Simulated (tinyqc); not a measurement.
# Resonant-tunnelling diode, transfer matrices and Tsu-Esaki current: effect of temperature at two biases

Emitter (band edge 0), barrier d1, well Lw, barrier d2, spacer ds, collector (edge -V). The bias drops linearly over these layers and none in the contacts; each layer is cut into ns equal slices, flat at the value of their centres. E is the energy of motion across the layers, C = hbar^2/(2 m0), psi and psi'/m are continuous. Transport is coherent, T(E) is taken as independent of the transverse momentum, and charge in the well is ignored.

The current at V = 0.15 V and at V = 0.229 V, Ef held fixed. For the pair (psi, psi'/m) a flat layer has M = [[cos kd, (m/k) sin kd], [-(k/m) sin kd, cos kd]] with k = sqrt(m (E - U)/C) above its edge U, and M = [[cosh Kd, (m/K) sinh Kd], [(K/m) sinh Kd, cosh Kd]] with K = sqrt(m (U - E)/C) below it. Later slices stand to the left. With M acting on (psi, psi'/m) and v = k/m in each lead, T(E) = 4 vL vR/[(vL vR M12 - M21)^2 + (vR M11 + vL M22)^2]. J = J0 times the integral over E > 0 of T(E) N(E), N = ln[(1 + exp((Ef - E)/Vt))/(1 + exp((Ef - V - E)/Vt))], J0 = q^2 mw m0 kB T/(2 pi^2 hbar^3) (times 1e-4 for A/cm^2 per eV). The integral is converged to the digits shown.

Parameters, values chosen for the exercise; masses and offsets close to those of InGaAs wells and InP barriers:
- mw = 0.041 m0 (mass in the well, spacer and contacts)
- U1 = 0.23 eV (barrier height)
- m1 = 0.079 m0 (barrier mass)
- d1 = 2.6 nm (emitter barrier)
- Lw = 6 nm (well width)
- d2 = 2.5 nm (collector barrier)
- ns = 2 (slices in each layer)
- ds = 3 nm (undoped spacer after the collector barrier)
- Ef = 0.036 eV (Fermi energy of both contacts above their band edges)

Constants: q = 1.602176634e-19 C, kB = 1.380649e-23 J/K, hbar = 1.054571817e-34 J s, m0 = 9.1093837015e-31 kg, Vt = kB T/q, hbar^2/(2 m0) = 0.0380998212 eV nm^2. Results are converted to the units shown.

Effect of temperature at two biases:
```
T (K)  J at 0.15 V (kA/cm^2)  J at 0.229 V (kA/cm^2)  ratio
40                     101.6                   8.824  11.52
77                     104.1                   9.641  10.79
150                    115.6                   12.72  9.091
220                    132.7                   17.58  7.547
300                    156.4                   26.68  5.862
400                    191.8                   47.98  3.997
```

The first current rises from 102 to 192 kA/cm^2, the second rises from 8.82 to 48.0 kA/cm^2, and their ratio falls from 11.5 to 4.00. Heat lifts electrons to energies where the barriers transmit more, which raises the second current by a far larger factor than the first.

Computed by the program tinyqc: `OMP_NUM_THREADS=1 python tinyqc.py 2600068 2600069 out.jsonl`, one thread of a shared Intel Xeon 2.30GHz, about 0.2 s for the whole run.
